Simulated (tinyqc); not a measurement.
Free and trapped electrons in a MOS channel with a dense trap tail: two steps of the calculation.

p-type body, charge-sheet picture, full ionisation (an idealisation for deep acceptors), Boltzmann statistics for free electrons. e = Ec - EF at the surface. Acceptor-like traps of density D(E) = D0 + De exp(-E/Ew) at depth E below Ec, from 0 to Eu, hold n_t = integral of D(E)/(1 + exp((e - E)/Vt)). psi = Eg - Vt ln(Nv/Na) - e; N_dep = sqrt(2 eps0 eps_r Na (psi - Vt)/q); n_f = sqrt(N_dep^2 + 2 eps0 eps_r Vt Nc exp(-e/Vt)/q) - N_dep; Vg = Vfb + psi + q (N_dep + n_t + n_f)/Cox, Cox = eps0 eox/tox.

Inputs (values chosen for the exercise); band and dielectric values close to those of 4H silicon carbide:
```
symbol    value         unit                                             meaning
T           300            K                                         temperature
Eg          3.3           eV                                            band gap
eps_r      9.76                                            relative permittivity
Nc      1.69e19        cm^-3              conduction-band density of states at T
Nv      2.47e19        cm^-3                 valence-band density of states at T
eox         3.9                           relative permittivity of the insulator
tox          49           nm                                 insulator thickness
Na       6.4e16        cm^-3                                    acceptor density
Vfb       -2.01            V            flat-band voltage without trapped charge
D0       8.2e10  cm^-2 eV^-1  constant background density of acceptor-like traps
De       2.6e13  cm^-2 eV^-1          density of the tail at the conduction edge
Ew         0.08           eV                            decay energy of the tail
Eu         0.79           eV        depth below Ec down to which the traps reach
mf          170   cm^2/(V s)                          mobility of free electrons
e         0.114           eV                              Ec - EF at the surface
```

Constants: q = 1.602176634e-19 C, kB = 1.380649e-23 J/K, Vt = kB T/q, eps0 = 8.8541878128e-14 F/cm where lengths are in cm. Results are converted to the units shown.

Task 1. Trapped charge. Trapezoid rule on 12 equal steps from 0 to Eu, f = 1/(1 + exp((e - E)/Vt)).

Wanted: E; D(E) f; n_t.

Result 1.

| point | E (eV) | D(E) f (cm^-2 eV^-1) |
|---|---|---|
| 0 | 0 | 3.1331e11 |
| 1 | 0.065833 | 1.5448e12 |
| 2 | 0.13167 | 3.3863e12 |
| 3 | 0.19750 | 2.1970e12 |
| 4 | 0.26333 | 1.0457e12 |
| 5 | 0.32917 | 5.0653e11 |
| 6 | 0.39500 | 2.6848e11 |
| 7 | 0.46083 | 1.6389e11 |
| 8 | 0.52667 | 1.1796e11 |
| 9 | 0.59250 | 9.7794e10 |
| 10 | 0.65833 | 8.8936e10 |
| 11 | 0.72417 | 8.5046e10 |
| 12 | 0.79000 | 8.3338e10 |

n_t = 6.3864e11 cm^-2

Task 2. Charges and gate voltage. psi, N_dep, n_f and Vg as defined, with the n_t given; free share n_f/(n_f + n_t); apparent mobility mf n_f/(n_f + n_t); gate voltage spent on traps q n_t/Cox.

n_t = 6.3864429e11 cm^-2

Find: psi; N_dep; n_f; Vg; free share; apparent mobility; gate voltage spent on traps.

Result 2.

psi = 3.0320 V
N_dep = 1.4406e12 cm^-2
n_f = 1.9753e10 cm^-2
Vg = 5.7942 V
free share = 3.0001 %
apparent mobility = 5.1002 cm^2/(V s)
gate voltage spent on traps = 1.4520 V

Numbers from tinyqc (`OMP_NUM_THREADS=1 python tinyqc.py 2222151 2222152 out.jsonl`; about 0.02 s on one thread of a shared Intel Xeon 2.30GHz).
